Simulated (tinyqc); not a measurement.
Worked calculation: standing waves and exposure in a photoresist film. Values are carried at full precision from step to step, so a last printed digit may differ when a step is redone from the rounded ones.

Normal incidence from air. Unexposed resist: N1 = n1 + i k1 with k1 = (A + B) lam/(4 pi), lam in micrometres. r01 = (1 - N1)/(1 + N1), t01 = 2/(1 + N1). Below the resist lie the layer Na = na + i ka and the substrate Ns = ns + i ks: r12 = (r1a + ras x)/(1 + r1a ras x), x = exp(4 pi i Na da/lam), r1a = (N1 - Na)/(N1 + Na), ras = (Na - Ns)/(Na + Ns). With p = exp(2 pi i N1 d/lam), the field at depth z is E(z) = t01 [exp(2 pi i N1 z/lam) + r12 p^2 exp(-2 pi i N1 z/lam)]/(1 + r01 r12 p^2), the relative intensity I(z) = n1 |E(z)|^2 and the reflectance R = |(r01 + r12 p^2)/(1 + r01 r12 p^2)|^2.

Inputs chosen for the exercise (a resist on Cu, indices near tabulated ones; shifted at random, so the results belong to these values and not to a real crystal): lam = 248 nm (vacuum wavelength); n1 = 1.756 (resist index); A = 0.14 1/micrometre (bleachable absorption (Dill A)); B = 1.03 1/micrometre (fixed absorption (Dill B)); d = 302 nm (resist thickness); ns = 1.478 (substrate n); ks = 1.782 (substrate k); na = 1.786 (n of the bottom antireflection layer); ka = 0.382 (its k); da = 50 nm (its thickness); C = 0.023 cm^2/mJ (exposure rate (Dill C)); D = 20 mJ/cm^2 (incident dose); Ld = 5 nm (diffusion length of the post-exposure bake).

## Interface coefficients

Form N1, r01, t01 and r12.

N1 = 1.75600+0.02309i
r01 = -0.2744-0.0061i
t01 = 0.7256-0.0061i
r12 = -0.1368-0.0240i
|r12|^2 = 0.0193

Next to the bottom the intensity swings by a factor ((1 + |r12|)/(1 - |r12|))^2 = 1.75 between antinode and node; without the layer |r12|^2 would be 0.2312.

## Round trip and reflectance

Form p^2, the denominator and R; the period of the standing wave is lam/(2 n1).

p^2 = -0.1173+0.6925i
1 + r01 r12 p^2 = 0.9905+0.0250i
R = 0.0693
period = 70.62 nm

The film holds 4.28 periods.

## Intensity and exposure over the lowest period

Nine depths from d - period to d. Without bleaching during the exposure the share of unexposed compound is m = exp(-C D I).

Profile:

| z (nm) | I | m |
|---|---|---|
| 231.4 | 0.549 | 0.777 |
| 240.2 | 0.573 | 0.768 |
| 249.0 | 0.684 | 0.730 |
| 257.9 | 0.814 | 0.688 |
| 266.7 | 0.883 | 0.666 |
| 275.5 | 0.845 | 0.678 |
| 284.3 | 0.720 | 0.718 |
| 293.2 | 0.576 | 0.767 |
| 302.0 | 0.493 | 0.797 |

I runs from 0.493 to 0.883 on these points, so m runs from 0.666 to 0.797; the least exposed point listed lies 0.0 nm above the bottom.

## Smoothing by the bake

Gaussian diffusion of length Ld multiplies a cosine of period L by exp(-2 pi^2 Ld^2/L^2). Give that factor, and the Ld that leaves 10 %.

factor = 0.906
Ld for 10 % = 24.12 nm

## Checks

- R against the transfer-matrix product: both 0.069293.

tinyqc: `OMP_NUM_THREADS=1 python tinyqc.py 1652790 1652791 out.jsonl`; about 0.01 s, one thread, shared Intel(R) Xeon(R) Processor @ 2.30GHz.
